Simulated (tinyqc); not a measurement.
Inside a calculation. Model: valence-band offset from core levels (Kraut method), with the dipole against the affinity rule.

Computed by the program tinyqc: `OMP_NUM_THREADS=1 python tinyqc.py 2410168 2410169 out.jsonl`, one thread of a shared Intel Xeon 2.30GHz, about 0.01 s for the whole run. Printed values are rounded.

Binding energies are counted downwards from the Fermi level. dEv > 0 means that the valence edge of B lies below that of A, dEc > 0 that the conduction edge of B lies above that of A; dEc + dEv = EgB - EgA. The spectra are made-up values treated as data.

Parameters, values chosen for the exercise; gaps and affinities close to those of In0.53Ga0.47As (A) and hafnium oxide (B): gap of the substrate A EgA = 0.73 eV; gap of the overlayer B EgB = 6.05 eV; electron affinity of A chiA = 4.54 eV; electron affinity of B chiB = 2.38 eV; core level of bare A cA = 23.09 eV; core level of thick B cB = 61.21 eV; valence-band maximum of thick B vB = 2.64 eV; relative permittivity inside the dipole layer ei = 8.5; thickness of the dipole layer dd = 0.23 nm; core level of A under a thin film of B iA = 23.31 eV; core level of B in that thin film iB = 62.5 eV; background counts in the gap bg = 90.

Constants: q = 1.602176634e-19 C, eps0 = 8.8541878128e-14 F/cm where lengths are in cm. Results are converted to the units shown.

## Valence-band maximum of bare A

```
point  binding energy (eV)  counts on the leading edge
0                     0.68                         309
1                      0.8                         413
2                     0.92                         523
3                     1.04                         624
4                     1.16                         734
5                     1.28                         837
```

Fit a straight line to the leading edge by least squares; the maximum vA lies where it meets the background.

slope = 881.9048 counts/eV
intercept = -290.9333 counts
vA = 0.4319438 eV

## Offsets

dEv = (iB - iA) - (cB - vB) + (cA - vA), dEc = EgB - EgA - dEv.

cA - vA = 22.65806 eV
cB - vB = 58.57 eV
iB - iA = 39.19 eV
dEv = 3.278056 eV
dEc = 2.041944 eV

The alignment is type I (straddling). Both offsets exceed 1 eV, the usual requirement for a gate dielectric. A rigid shift of all levels, by charging or doping, cancels in the differences.

## Interface dipole

The affinity rule gives dEc(0) = chiA - chiB; the dipole step is D = dEc - dEc(0), and two sheets of opposite charge dd apart hold N = eps0 ei |D|/(q dd).

dEc(0) = 2.16 eV
D = -0.1180562 eV
N = 2.411116e13 cm^-2
field in the dipole layer = 5.132876 MV/cm

N is 0.034 elementary charges for each of about 7e14 surface atoms per cm^2.
